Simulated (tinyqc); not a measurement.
## Resistance of a tapered via with liner, size effect and interface: via resistance against the sidewall angle

A round via whose diameter grows from db at the bottom as D(z) = db + 2 z/tan(ang). The fill, of diameter D - 2 tl, starts above the bottom liner (thickness fb tl) and has rho = rho0 (1 + ks lam/(D - 2 tl)); the sidewall liner conducts in parallel with it. The bottom liner and the interface are crossed over the full area pi db^2/4. Spreading in the lines above and below is left out.

Slices between z0 = fb tl and hv, evaluated at their midpoints: conductance per length pi/4 [(D - 2 tl)^2/rho + (D^2 - (D - 2 tl)^2)/rl], slice resistance = slice height over that. 2000 slices. R_fill = sum of the slices; R_bottom = rl fb tl/(pi db^2/4); R_interface = ri/(pi db^2/4); ballistic (Sharvin) limit 1/(Sb pi (db - 2 tl)^2/4); ideal cylinder rho0 hv/(pi db^2/4).

Values chosen for this exercise; fill metal close to copper: diameter at the bottom db = 8.6 nm; height hv = 16 nm; bulk resistivity of the fill rho0 = 1.7 uohm cm; mean free path of the fill lam = 39.5 nm; size-effect factor ks = 1.1; liner on the sidewall tl = 1.7 nm; liner at the bottom over that on the sidewall fb = 0.7; resistivity of the liner rl = 510 uohm cm; interface resistivity at the bottom ri = 3.2e-12 ohm cm^2; ballistic conductance per area, about 3/(4 rho0 lam) Sb = 1.1e15 S/m^2.

The same in every row: R_bottom (ohm) = 104.5; R_interface (ohm) = 5.509; ballistic limit (ohm) = 42.81.

Via resistance against the sidewall angle:

| ang (degrees) | R_fill (ohm) | R (ohm) | R over ideal cylinder | largest part |
|---|---|---|---|---|
| 90 | 105.2 | 215.2 | 45.96 | fill |
| 89 | 90.34 | 200.3 | 42.78 | bottom liner |
| 88 | 78.67 | 188.7 | 40.29 | bottom liner |
| 87 | 69.31 | 179.3 | 38.29 | bottom liner |
| 86 | 61.67 | 171.7 | 36.66 | bottom liner |
| 84 | 49.99 | 160.0 | 34.16 | bottom liner |
| 82 | 41.53 | 151.5 | 32.36 | bottom liner |

R falls from 215 to 152 ohm. The fill is the largest part at ang = 90, the bottom liner from 89 on. The share of the two bottom terms goes from 51.1 to 72.6 %. For ang = 88, 87, 86, 84, 82 the ballistic limit exceeds half of R_fill, so the diffusive model understates R.

Numbers from tinyqc (`OMP_NUM_THREADS=1 python tinyqc.py 2750151 2750152 out.jsonl`; about 0.01 s on one thread of a shared Intel Xeon 2.30GHz).
